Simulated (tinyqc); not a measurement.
# Resistance of a source-drain extension with a graded tip, step by step

Program tinyqc, `OMP_NUM_THREADS=1 python tinyqc.py 2282240 2282241 out.jsonl`; Intel Xeon 2.30GHz, shared host, one thread, about 0.04 s. Printed values are rounded.

y runs along the channel, the gate covers y > 0. The doping is N0 for y < y0 and N0 10^(-(y - y0)/la) beyond, uniform over the depth xj. Sheet conductance s(y) = q mu(N) max(N - Nch, 0) xj + (for y > 0) ma Cox Vo, with mu(N) = u0 + (u1 - u0)/(1 + (N/Nr)^au) and Cox = eps0 eox/tox. Current is taken as one-dimensional; depletion of the tip, spreading and the contact are left out. The metallurgical junction lies at yj, where N = Nch.

Parameters, values chosen for the exercise; mobility law close to that of electrons in silicon:
- eox = 3.9 (relative permittivity of the gate insulator (close to silicon dioxide))
- tox = 3.6 nm (insulator thickness)
- N0 = 5.6e19 cm^-3 (active doping of the extension far from the gate)
- la = 5.1 nm/decade (lateral abruptness)
- y0 = -0.2 nm (position under the gate where the fall begins (gate edge at 0))
- xj = 21 nm (depth of the extension)
- Nch = 3.3e18 cm^-3 (channel doping)
- Vo = 0.6 V (gate overdrive)
- ma = 130 cm^2/(V s) (mobility of the gate-induced layer)
- u1 = 1414 cm^2/(V s) (mobility at low doping)
- u0 = 68.5 cm^2/(V s) (mobility at high doping)
- Nr = 9.2e16 cm^-3 (reference doping)
- au = 0.711 (exponent)
- Lg = 40 nm (gate length)

Constants: q = 1.602176634e-19 C, eps0 = 8.8541878128e-14 F/cm where lengths are in cm. Results are converted to the units shown.

## Sheet resistances and junction position

yj = y0 + la log10(N0/Nch); sheet resistance of the full extension 1/[q mu(N0)(N0 - Nch) xj] and of the gate-induced layer 1/(ma Cox Vo); metallurgical length Lg - 2 yj; ye is where the doped and the gate-induced conductances are equal.

yj = 6.07134 nm
sheet resistance of the extension = 684.001 ohm/square
sheet resistance of the induced layer = 13365.8 ohm/square
metallurgical length = 27.8573 nm
ye = 5.22285 nm
N at ye = 4.84044e18 cm^-3

The gate takes over 0.848 nm before the junction, where N is still 1.47 times the channel doping.

## Resistance of the overlapped part

Midpoint rule on 11 equal steps from 0 to yj: R_ov = sum h/s(y), per width.

| point | y (nm) | N (cm^-3) | doped conductance (uS) | sheet resistance (ohm/square) |
|---|---|---|---|---|
| 0 | 0.275970 | 4.51711e19 | 1193.63 | 788.364 |
| 1 | 0.827910 | 3.52077e19 | 942.886 | 982.604 |
| 2 | 1.37985 | 2.74419e19 | 743.316 | 1222.29 |
| 3 | 1.93179 | 2.13890e19 | 583.545 | 1518.92 |
| 4 | 2.48373 | 1.66712e19 | 454.650 | 1888.69 |
| 5 | 3.03567 | 1.29940e19 | 349.612 | 2356.10 |
| 6 | 3.58761 | 1.01279e19 | 262.887 | 2961.16 |
| 7 | 4.13955 | 7.89398e18 | 190.082 | 3775.01 |
| 8 | 4.69149 | 6.15280e18 | 127.688 | 4938.13 |
| 9 | 5.24343 | 4.79567e18 | 72.8821 | 6770.48 |
| 10 | 5.79537 | 3.73788e18 | 23.3713 | 10184.4 |

R_ov = 20.635 ohm um

The exact integral is 20.810 ohm um; the coarse sum is 0.84 % below it.
